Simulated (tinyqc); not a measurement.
Worked calculation: CIS on RHF in the sto-3g basis, frozen core, for BeH2, spin multiplicity 1. One step of it, computed by the program tinyqc.

Task: CIS matrix, singlets. A(ia,jb) = (e_a - e_i) d_ij d_ab + 2 (ia|jb) - (ij|ab).

orbital energies (hartree): MO1 -4.524184, MO2 -0.442232, MO3 -0.403339, MO4 0.213352, MO5 0.213352, MO6 0.420095, MO7 0.840910

Two-electron integrals over orbitals (pq|rs), unique and non-zero (hartree); the lowest 1 orbital is frozen and left out:
```
(22|22) 0.390343    (32|22) 0.016297    (32|32) 0.161054    (33|22) 0.400266
(33|32) -0.013522   (33|33) 0.426176    (42|42) 0.048434    (43|42) -0.001513
(43|43) 0.013845    (44|22) 0.362897    (44|32) 0.000039    (44|33) 0.348264
(44|44) 0.449859    (52|52) 0.048434    (53|52) -0.001513   (53|53) 0.013845
(54|54) 0.024249    (55|22) 0.362897    (55|32) 0.000039    (55|33) 0.348264
(55|44) 0.401360    (55|55) 0.449859    (62|22) -0.020893   (62|32) -0.004865
(62|33) -0.044055   (62|44) 0.058408    (62|55) 0.058408    (62|62) 0.079568
(63|22) -0.008154   (63|32) -0.092790   (63|33) 0.010622    (63|44) -0.004195
(63|55) -0.004195   (63|62) -0.001728   (63|63) 0.084646    (64|42) 0.047057
(64|43) -0.002357   (64|64) 0.050409    (65|52) 0.047057    (65|53) -0.002357
(65|65) 0.050409    (66|22) 0.388497    (66|32) -0.002698   (66|33) 0.400140
(66|44) 0.361828    (66|55) 0.361828    (66|62) -0.031470   (66|63) 0.003808
(66|66) 0.404660    (72|22) -0.004744   (72|32) -0.042000   (72|33) 0.002015
(72|44) 0.003276    (72|55) 0.003276    (72|62) 0.006558    (72|63) 0.061305
(72|66) -0.000541   (72|72) 0.057016    (73|22) -0.002796   (73|32) -0.000223
(73|33) -0.019041   (73|44) 0.063831    (73|55) 0.063831    (73|62) 0.074901
(73|63) -0.006505   (73|66) -0.023461   (73|72) 0.002823    (73|73) 0.084067
(74|42) 0.001349    (74|43) 0.013542    (74|64) 0.000510    (74|74) 0.016748
(75|52) 0.001349    (75|53) 0.013542    (75|65) 0.000510    (75|75) 0.016748
(76|22) 0.013289    (76|32) 0.141074    (76|33) -0.013333   (76|44) 0.000174
(76|55) 0.000174    (76|62) -0.003767   (76|63) -0.093462   (76|66) -0.003486
(76|72) -0.052327   (76|73) 0.000657    (76|76) 0.139021    (77|22) 0.417461
(77|32) 0.004840    (77|33) 0.434501    (77|44) 0.385899    (77|55) 0.385899
(77|62) -0.029240   (77|63) -0.001643   (77|66) 0.425882    (77|72) -0.002748
(77|73) -0.004573   (77|76) 0.003242    (77|77) 0.475193
```

Give: CIS matrix A, singlet.

Result:

CIS matrix A, singlet (hartree), lower triangle:
```
         2>4      2>5      2>6      2>7     3>4     3>5     3>6     3>7
2>4   0.3896
2>5   0.0000   0.3896
2>6   0.0000   0.0000   0.6330
2>7   0.0000   0.0000  -0.0002   0.9797
3>4  -0.0031   0.0000   0.0000   0.0000  0.2961
3>5   0.0000  -0.0031   0.0000   0.0000  0.0000  0.2961
3>6   0.0000   0.0000  -0.0008  -0.0185  0.0000  0.0000  0.5926
3>7   0.0000   0.0000   0.0087   0.0008  0.0000  0.0000  0.0003  0.9779
```
